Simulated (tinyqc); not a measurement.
Weibull analysis of times to dielectric breakdown, with area scaling: two steps of the calculation.

Breakdown times follow F(t) = 1 - exp(-(t/t63)^beta). The 12 times below were drawn at random from beta = 2.1, t63 = 1200 s and are treated as data; all samples failed.

Inputs (values chosen for the exercise): area of a test capacitor A1 = 53 um^2; gate area of the product A2 = 1.2e5 um^2; allowed share of failed products Fp = 1e-6; characteristic time of a test capacitor t63 = 1200 s; Weibull slope beta = 2.1.

Question 1. Straight-line fit. W = ln(-ln(1 - F)) is the Weibull ordinate of each ranked failure. Least squares of W on ln t: beta = sum (x - mean x)(W - mean W)/sum (x - mean x)^2 with x = ln t, and ln t63 = mean x - mean W/beta.

```
i            W       ln t
1   -2.8454583  4.7449321
2   -1.9142476  5.6021188
3   -1.4041708  5.9401713
4   -1.0374040  6.1862086
5   -0.7413376  6.4118183
6   -0.4851758  6.7968237
7   -0.2520186  6.8090393
8   -0.0303211  6.8916259
9    0.1900943  6.9177056
10   0.4216302  7.0647590
11   0.6866603  7.2654297
12   1.0558340  7.3065314
```

Give: beta; t63.

Answer 1.

beta = 1.462
t63 = 950.5 s

beta is 30 % below the value that made the data and t63 21 % below it.

Question 2. Scale parameter and projection to the product. t63 = (mean of t^beta)^(1/beta). Defects are spread at random, so -ln(1 - F) is proportional to the area: t63(A2) = t63 (A1/A2)^(1/beta), and the time to the share Fp is t63(A2) (-ln(1 - Fp))^(1/beta).

t, i 1 to 12 (s): 115  271  380  486  609  895  906  984  1010  1170  1430  1490
converged beta = 1.9564808

Wanted: t63; t63 of the product; time to Fp; decades lost against t63.

Answer 2.

t63 = 912.8 s
t63 of the product = 17.60 s
time to Fp = 0.01510 s
decades lost against t63 = 4.781

The straight-line values give 3.80e-4 s for the time to Fp and the values that made the data 0.0421 s: with 12 samples beta is uncertain by about 0.78/sqrt(n) = 23 %, and the projection hangs on 1/beta.

tinyqc, about 0.01 s, one thread, Intel Xeon 2.30GHz (shared host): `OMP_NUM_THREADS=1 python tinyqc.py 2070148 2070149 out.jsonl`
